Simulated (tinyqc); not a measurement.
Q-state Potts model on a small periodic square lattice: enumeration, Metropolis, heat-bath and Wolff steps: one step, computed by the program tinyqc. Command: `OMP_NUM_THREADS=1 python tinyqc.py 3110237 3110238 out.jsonl potts walk`. One thread of a shared host (Intel(R) Xeon(R) Processor @ 2.30GHz), about 0.1 s of CPU time with the checks.

E = -J x (number of nearest-neighbour bonds with equal states); n x n sites with periodic edges have 2 n^2 bonds. Order parameter m = (q f - 1)/(q - 1), f being the largest share of one state. Sites are numbered row by row from 0. Here q = 4 and n = 3.

Problem. Exact averages. All q^(n^2) states are counted by their number b of equal bonds; weights g(b) exp(K b), K = J/(k_B T). Per site: u = -J <b>/n^2, c/k_B = K^2 (<b^2> - <b>^2)/n^2. ln Z = ln sum g(b) exp(K b); entropy per site s/k_B = (ln Z - K <b>)/n^2.

Inputs (values chosen for the exercise, for a model of domains or grain orientations): coupling J = 73 meV; temperature T = 1210 K.

States by number of equal bonds:
```
b    g(b)   probability
0    1056  5.254257e-05
1    6048  6.060548e-04
2   26568  5.361813e-03
3   45360  1.843651e-02
4   63936  5.233639e-02
5   48384  7.976508e-02
6   34884  1.158217e-01
7   19872  1.328795e-01
8   10368  1.396253e-01
9    2784  7.550769e-02
10   2052  1.120862e-01
11    432  4.752380e-02
12    288  6.380764e-02
14    108  9.705309e-02
18      4  5.913663e-02
```

K = 0.7001073

Give: <b>; energy u; heat capacity c; entropy s.

Solution.

<b> = 8.929

energy u = -72.42 meV/site

heat capacity c = 0.7274 k_B/site

entropy s = 1.174 k_B/site
